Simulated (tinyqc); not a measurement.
Inversion layer as a triangular well, valleys of the Si type: one step. Fermi level and populations. Two cases, with inputs chosen for the exercise.

Question. Solve for EF; c = hbar^2/2m0. The mean distance is sum n_i <z>_i/Ns.

Subband i holds n_i = g m_d/(2 pi c) kB T ln(1 + exp((EF - E_i)/kB T)) (spin included), and EF is fixed by sum n_i = Ns over the levels listed or, where none are listed, over j = 0 to 9 of each group; 1e12/cm^2 = 1e-4/angstrom^2.

Constants: hbar^2/2m0 = 3.80998211 eV angstrom^2; kB = 8.617333262e-05 eV/K.

Give: EF; Populations; mean distance from the surface.

Case 1.

Values chosen (out of a larger set: near those of Si; not measured data): Ns = 0.96 x 1e12/cm^2 (electron sheet density); T = 300 K (temperature).

Subbands:
```
label  valleys g  m_d (m0)    E (eV)  <z> (angstrom)
0              2  0.191000  0.044210         23.1564
0'             4  0.417592  0.074473         39.0077
1              2  0.191000  0.077297         40.4867
2              2  0.191000  0.104385         54.6752
3              2  0.191000  0.128326         67.2150
1'             4  0.417592  0.130209         68.2011
4              2  0.191000  0.150211         78.6780
5              2  0.191000  0.170604         89.3596
2'             4  0.417592  0.175840         92.1020
6              2  0.191000  0.189844         99.4370
```

Answer.

EF = -0.0212 eV

Populations:
```
label  (EF - E)/kB T  n (1e12/cm^2)  share (%)
0              -2.53          0.316       32.9
0'             -3.70          0.440       45.8
1              -3.81          0.090        9.4
2              -4.86          0.032        3.3
3              -5.78          0.013        1.3
1'             -5.86          0.051        5.4
4              -6.63          0.005        0.6
5              -7.42          0.002        0.3
2'             -7.62          0.009        0.9
6              -8.16          0.001        0.1
```

mean distance from the surface = 37.31 angstrom

The lowest subband holds 32.9 % of the electrons and is partly degenerate (EF within a few kB T of its edge). The fullest is 0', with 46 %, thanks to its larger g m_d.

Case 2.

Values chosen (out of a larger set: near those of Si; not measured data): Ns = 5.9 x 1e12/cm^2 (electron sheet density); T = 77 K (temperature).

Subbands:
```
label  valleys g  m_d (m0)    E (eV)  <z> (angstrom)
0              4  0.320797  0.176895         19.7905
0'             2  0.412432  0.209152         23.3994
1              4  0.320797  0.309283         34.6017
1'             2  0.412432  0.365682         40.9115
2              4  0.320797  0.417670         46.7278
2'             2  0.412432  0.493835         55.2488
3              4  0.320797  0.513463         57.4448
4              4  0.320797  0.601031         67.2417
3'             2  0.412432  0.607096         67.9202
5              4  0.320797  0.682628         76.3706
```

Answer.

EF = 0.1863 eV

Populations:
```
label  (EF - E)/kB T  n (1e12/cm^2)  share (%)
0               1.42          5.828       98.8
0'             -3.44          0.072        1.2
1             -18.53          0.000        0.0
1'            -27.03          0.000        0.0
2             -34.86          0.000        0.0
2'            -46.34          0.000        0.0
3             -49.30          0.000        0.0
4             -62.50          0.000        0.0
3'            -63.41          0.000        0.0
5             -74.80          0.000        0.0
```

mean distance from the surface = 19.83 angstrom

The lowest subband holds 98.8 % of the electrons and is partly degenerate (EF within a few kB T of its edge).

Computed by tinyqc, one run a case: `OMP_NUM_THREADS=1 python tinyqc.py N N+1 out.jsonl` with N = 1280889, 1281038; one thread of a shared Intel(R) Xeon(R) Processor @ 2.30GHz, about 0.04 s a run at most.
